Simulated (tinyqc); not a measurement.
Inside a calculation: k.p theory built from an empirical-pseudopotential calculation at Gamma. Values are carried at full precision from step to step, so a last printed digit may differ when a step is redone from the rounded ones.

Empirical pseudopotential on the fcc lattice, atoms at +/- tau, tau = a (1,1,1)/8, no spin-orbit coupling. H(G,G') = c (2 pi/a)^2 |k + G|^2 delta + VS(q) cos(q.tau) + i VA(q) sin(q.tau), q = G - G', c = hbar^2/2m0; k and G in units of 2 pi/a; VS at |q|^2 = 3, 8, 11 and VA at 3, 4, 11, in rydberg, zero elsewhere. The basis is fixed: all 59 G with |G|^2 up to Gcut. Energies are counted from the fourth level at Gamma.

Constants: hbar^2/2m0 = 3.80998211 eV angstrom^2; Ry = 13.60569312 eV.

Parameters, chosen for this exercise (near those of Si; shifted at random, so the results belong to these values and not to a real crystal): a = 5.427 angstrom (lattice constant); VS = (-0.204, 0.039, 0.08) Ry (symmetric form factors); VA = (0, 0, 0) Ry (antisymmetric form factors); Gcut = 12 (2 pi/a)^2 (largest |G|^2 of the fixed basis).

## Levels at Gamma

Diagonalise H at k = 0 and group equal levels.

Multiplets at Gamma:
```
multiplet  degeneracy    E (eV)
1                   1  -12.7890
2                   3    0.0000
3                   3    3.3166
4                   1    3.9231
5                   1    7.3199
6                   2    7.8317
7                   3   12.1314
8                   1   13.8596
9                   3   27.5922
```

The lowest empty multiplet is a triplet at 3.317 eV; the lowest empty singlet (s-like) is multiplet 4.

## Mass of the s-like conduction level (multiplet 4)

For a multiplet A of d_A states, W(B) = (4 c/(3 d_A)) sum over n in A, m in B and i = x, y, z of |<n|G_i|m>|^2 (G in 1/angstrom, <n|G_i|m> = sum_G c_n(G)* G_i c_m(G)); the mean inverse mass of A is 1 + sum_B W(B)/(E_A - E_B). Multiplets with W = 0 are left out.

List the couplings (the first eight at most); W to the valence triplet is the Kane energy Ep.

Couplings:
```
multiplet B  degeneracy  E_B (eV)   W (eV)  W/(E_A - E_B)
2                     3    0.0000  21.2999         5.4293
7                     3   12.1314   0.0147        -0.0018
11                    3   29.0688   0.4772        -0.0190
20                    3   45.9156   0.1343        -0.0032
22                    3   46.5920   0.0403        -0.0009
25                    3   52.0886   0.0256        -0.0005
```

sum over the higher multiplets = 0
1/m = 6.4039

Ep = 21.30 eV. The valence triplet gives 5.43, all other levels together -0.03; m = 0.1562, against 0.1555 for two levels alone.

## Valence parameters

Fold all other levels onto the valence triplet: D(u) = c + 4 c^2 sum_m <n|u.G|m><m|u.G|n'>/(0 - E_m), in units of c. Along [100] its eigenvalues are L (once) and M (twice); along [111] (L + 2M + 2N)/3 (once) and (L + 2M - N)/3 (twice). Then g1 = -(L + 2M)/3, g2 = -(L - M)/6, g3 = -N/6.

eigenvalues along [100]: -6.209  -3.722  -3.722

eigenvalues along [111]: -10.695  -1.479  -1.479

L, M, N: -6.209  -3.722  -9.217

g1, g2, g3: 4.551  0.415  1.536

With spin-orbit coupling added at fixed g1, g2, g3 and large against the hole energy these give heavy and light masses along [100] of 0.269 and 0.186. The s-like level alone adds Ep/(3E) = 1.81 to g1. Local form factors fix Ep and the gap only roughly, so these values can lie far from measured ones.

## Checks

- 1/m of the s-like level from the sum against the curvature of the band: both 6.404.
- L and M against the curvatures along [100]: largest relative difference 3.3e-07.

Program tinyqc; command `OMP_NUM_THREADS=1 python tinyqc.py 1050968 1050969 out.jsonl`; about 0.3 s on one thread of a shared Intel(R) Xeon(R) Processor @ 2.30GHz.
